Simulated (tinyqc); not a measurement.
Worked calculation: UHF in the 6-311g basis, for H2, spin multiplicity 1. One step of it, computed by the program tinyqc.

Task: Iteration 3: diagonalisation and new density. Diagonalise F' = X^T F X, C = X C', fill 1 alpha and 1 beta electrons from the bottom; D(s) = C_occ C_occ^T. Each column has its largest component positive (the first on a tie).

F(alpha) (hartree), lower triangle:
```
           1H 1s      1H 2s      1H 3s      2H 1s      2H 2s      2H 3s
1H 1s   0.464762
1H 2s  -0.517336  -0.405170
1H 3s  -0.518304  -0.423205  -0.298400
2H 1s  -0.124154  -0.183820  -0.173992   0.968166
2H 2s  -0.266369  -0.259870  -0.202855  -0.049102   0.065022
2H 3s  -0.330638  -0.311366  -0.223369  -0.203581  -0.109153  -0.105840
```

F(beta) (hartree), lower triangle:
```
           1H 1s      1H 2s      1H 3s      2H 1s      2H 2s      2H 3s
1H 1s   0.968166
1H 2s  -0.049102   0.065022
1H 3s  -0.203581  -0.109153  -0.105840
2H 1s  -0.124154  -0.266369  -0.330638   0.464762
2H 2s  -0.183820  -0.259870  -0.311366  -0.517336  -0.405170
2H 3s  -0.173992  -0.202855  -0.223369  -0.518304  -0.423205  -0.298400
```

X, lower triangle:
```
           1H 1s      1H 2s      1H 3s      2H 1s      2H 2s     2H 3s
1H 1s   1.371742
1H 2s  -0.742630   2.101946
1H 3s   0.202507  -1.001021   2.003747
2H 1s   0.013164   0.045258  -0.056791   1.371742
2H 2s   0.045258  -0.196115   0.165273  -0.742630   2.101946
2H 3s  -0.056791   0.165273  -0.757085   0.202507  -1.001021  2.003747
```

Give: F' = X^T F X; orbital energies; coefficients C; F' = X^T F X; orbital energies; coefficients C; D(alpha) after iteration 3; D(beta) after iteration 3.

Result:

F' = X^T F X (alpha) (hartree), lower triangle:
```
        1       2       3       4       5      6
1   1.542
2  -1.267   0.784
3  -0.063  -0.436   0.119
4   0.049  -0.046  -0.095   1.877
5  -0.064  -0.176   0.020  -1.055   1.033
6  -0.132  -0.020  -0.118   0.047  -0.304  0.202
```

orbital energies (alpha) (hartree): MO1 -0.516, MO2 0.094, MO3 0.348, MO4 0.501, MO5 2.512, MO6 2.618

coefficients C (alpha):
```
         MO1     MO2     MO3     MO4     MO5     MO6
1H 1s  0.220  -0.075  -0.074   0.071  -1.552  -0.075
1H 2s  0.484  -0.111  -1.231   0.611   1.971  -0.135
1H 3s  0.355  -0.784   1.604  -1.127  -1.004   0.263
2H 1s  0.055   0.140  -0.013  -0.105   0.107  -1.560
2H 2s  0.078   0.053  -0.502  -1.453  -0.371   1.878
2H 3s  0.020   1.253   0.122   1.752   0.390  -0.925
```

F' = X^T F X (beta) (hartree), lower triangle:
```
        1       2       3       4       5      6
1   1.877
2  -1.055   1.033
3   0.047  -0.304   0.202
4   0.049  -0.064  -0.132   1.542
5  -0.046  -0.176  -0.020  -1.267   0.784
6  -0.095   0.020  -0.118  -0.063  -0.436  0.119
```

orbital energies (beta) (hartree): MO1 -0.516, MO2 0.094, MO3 0.348, MO4 0.501, MO5 2.512, MO6 2.618

coefficients C (beta):
```
         MO1     MO2     MO3     MO4     MO5     MO6
1H 1s  0.055   0.140  -0.013  -0.105   0.107  -1.560
1H 2s  0.078   0.053  -0.502  -1.453  -0.371   1.878
1H 3s  0.020   1.253   0.122   1.752   0.390  -0.925
2H 1s  0.220  -0.075  -0.074   0.071  -1.552  -0.075
2H 2s  0.484  -0.111  -1.231   0.611   1.971  -0.135
2H 3s  0.355  -0.784   1.604  -1.127  -1.004   0.263
```

D(alpha) after iteration 3, lower triangle:
```
       1H 1s  1H 2s  1H 3s  2H 1s  2H 2s  2H 3s
1H 1s  0.048
1H 2s  0.106  0.234
1H 3s  0.078  0.172  0.126
2H 1s  0.012  0.027  0.020  0.003
2H 2s  0.017  0.038  0.028  0.004  0.006
2H 3s  0.004  0.010  0.007  0.001  0.002  0.000
```

D(beta) after iteration 3, lower triangle:
```
       1H 1s  1H 2s  1H 3s  2H 1s  2H 2s  2H 3s
1H 1s  0.003
1H 2s  0.004  0.006
1H 3s  0.001  0.002  0.000
2H 1s  0.012  0.017  0.004  0.048
2H 2s  0.027  0.038  0.010  0.106  0.234
2H 3s  0.020  0.028  0.007  0.078  0.172  0.126
```
